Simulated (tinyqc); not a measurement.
Comparisons within one model: smearing for a one-band metal on the fcc lattice. A value that a table varies takes the place of the one given here.

Lattice vectors (units of a): a1 = (0, 1/2, 1/2), a2 = (1/2, 0, 1/2), a3 = (1/2, 1/2, 0). E(k) = -t A_1(k) - t2 A_2(k), A_m the sum of cos(k . R) over the 12 nearest and 6 second lattice vectors. Mesh k = sum (j_i/N) b_i, j_i = 0 .. N-1.

With x = (E_k - mu)/sigma: Fermi-Dirac f = 1/(1 + exp(x)), s = -f ln f - (1 - f) ln(1 - f); Gaussian f = erfc(x)/2, s = exp(-x^2)/(2 sqrt(pi)); Methfessel-Paxton (first order) f = erfc(x)/2 - x exp(-x^2)/(2 sqrt(pi)), s = (1 - 2 x^2) exp(-x^2)/(4 sqrt(pi)); cold (Marzari-Vanderbilt) with y = x + 1/sqrt(2), f = erfc(y)/2 + exp(-y^2)/sqrt(2 pi), s = y exp(-y^2)/sqrt(2 pi). With weights w = points/N^d (d the dimension), mu solves 2 sum w f = ne; E = 2 sum w f E_k, S = 2 sum w s, F = E - sigma S.

With x = (E_k - mu)/sigma: Gaussian f = erfc(x)/2, s = exp(-x^2)/(2 sqrt(pi)); Methfessel-Paxton (first order) f = erfc(x)/2 - x exp(-x^2)/(2 sqrt(pi)), s = (1 - 2 x^2) exp(-x^2)/(4 sqrt(pi)). With weights w = points/N^d (d the dimension), mu solves 2 sum w f = ne; E = 2 sum w f E_k, S = 2 sum w s, F = E - sigma S.

With x = (E_k - mu)/sigma: Fermi-Dirac f = 1/(1 + exp(x)), s = -f ln f - (1 - f) ln(1 - f). With weights w = points/N^d (d the dimension), mu solves 2 sum w f = ne; E = 2 sum w f E_k, S = 2 sum w s, F = E - sigma S.

Parameters, chosen for this exercise: t = 1.47 eV (nearest hopping); t2 = -0.26 eV (second hopping); ne = 1.62 (electrons per cell); N = 5 (unshifted mesh); sigma = 0.147 eV (width).

## Error of each scheme against the width

All on the dense mesh N = 40. The reference is F of first-order Methfessel-Paxton smearing with sigma = 0.05 t on the mesh N = 40; it moves by 0.03 meV on the mesh N = 50; in three dimensions such meshes can agree by chance and the reference may be off by about 1 meV, so smaller errors are not resolved.

Errors (meV per cell):

| sigma (eV) | FD F | FD (E+F)/2 | Gauss F | Gauss (E+F)/2 | MP F | cold F |
|---|---|---|---|---|---|---|
| 0.147 | -6.05 | 0.07 | -0.89 | 0.01 | 0.01 | 0.11 |
| 0.221 | -13.70 | 0.07 | -2.03 | 0.05 | 0.05 | 0.14 |
| 0.294 | -24.40 | 0.02 | -3.65 | 0.07 | 0.07 | 0.09 |
| 0.441 | -54.68 | -0.76 | -8.31 | 0.06 | 0.06 | -0.05 |
| 0.588 | -95.89 | -3.37 | -14.82 | 0.07 | 0.07 | -0.17 |
| 0.882 | -206.10 | -16.51 | -33.43 | 0.07 | 0.08 | -0.68 |
| 1.176 | -346.07 | -41.16 | -59.39 | -0.33 | -0.32 | -1.58 |

reference = -2.25228 eV

What does this show?

Doubling sigma from 0.294 to 0.588 eV multiplies the error of F by 3.9 (Fermi-Dirac) and 4.1 (Gaussian); a pure sigma^2 term would give 4. At the smallest width Fermi-Dirac errs 6.8 times as much as Gaussian, against 2 pi^2/3 = 6.6 for the ratio of the sigma^2 terms at equal sigma. At the largest width the sizes of the errors rank MP F 0.3, Gauss (E+F)/2 0.3, cold F 1.6, FD (E+F)/2 41.2, Gauss F 59.4, FD F 346.1 meV; below about 1 meV this order, and the ratios at the smallest width, carry the noise of the mesh.

## Mesh against width

Gaussian smearing, (E + F)/2. The reference is F of first-order Methfessel-Paxton smearing with sigma = 0.05 t on the mesh N = 40; it moves by 0.03 meV on the mesh N = 50; in three dimensions such meshes can agree by chance and the reference may be off by about 1 meV, so smaller errors are not resolved.

Errors (meV per cell):

| N | sigma = 0.05 t | sigma = 0.15 t | sigma = 0.4 t |
|---|---|---|---|
| 4 | 60.29 | 51.97 | 31.18 |
| 6 | 67.99 | 66.04 | 69.64 |
| 8 | -8.31 | -10.69 | -15.24 |
| 12 | -0.79 | -1.62 | -0.14 |
| 16 | 3.67 | 3.49 | 1.25 |
| 24 | -1.83 | -1.49 | 0.02 |

reference = -2.25228 eV

What does this show, and why?

First N from which the value stays within 2 meV of its last entry (which need not be the best one): none before the last for sigma = 0.05 t, none before the last for sigma = 0.15 t, 12 for sigma = 0.4 t. At the last mesh the errors are -1.83, -1.49 and +0.02 meV. The widest smearing converges sooner with the mesh than the narrowest; a level at which its last entries rest, if any, is its bias. The smallest error belongs to 0.05 t on 1, 0.15 t on 1, 0.4 t on 4 of the 6 meshes.

## What moves the results of Fermi-Dirac smearing

All sums formed anew. Each row changes one parameter from the base and keeps the others.

Results:

| case | mu (eV) | E (eV) | S | F (eV) |
|---|---|---|---|---|
| base | 4.7693 | -2.1369 | 0.3097 | -2.1824 |
| N = 10 | 4.7496 | -2.2358 | 0.1177 | -2.2531 |
| sigma = 0.294 eV | 4.8320 | -2.1340 | 0.3231 | -2.2290 |
| ne = 1.72 | 4.9319 | -1.6657 | 0.2199 | -1.6980 |
| t2 = -0.113 eV | 4.5392 | -2.0059 | 0.2897 | -2.0485 |
| t = 1.617 eV | 5.1938 | -2.3232 | 0.3181 | -2.3700 |

How do the results move?

The largest shifts from the base row, up to three for each result and ties (the steps differ in size, so this ranks the rows, not the parameters). mu (eV): t +0.4245, t2 -0.2301, ne +0.1626. E (eV): ne +0.4713, t -0.1863, t2 +0.1310. S: N -0.1920, ne -0.0898, t2 -0.0200. F (eV): ne +0.4845, t -0.1875, t2 +0.1340.

Run: tinyqc, `OMP_NUM_THREADS=1 python tinyqc.py 1682239 1682240 out.jsonl`; Intel(R) Xeon(R) Processor @ 2.30GHz, one thread, shared host; about 0.2 s of CPU time with all checks.
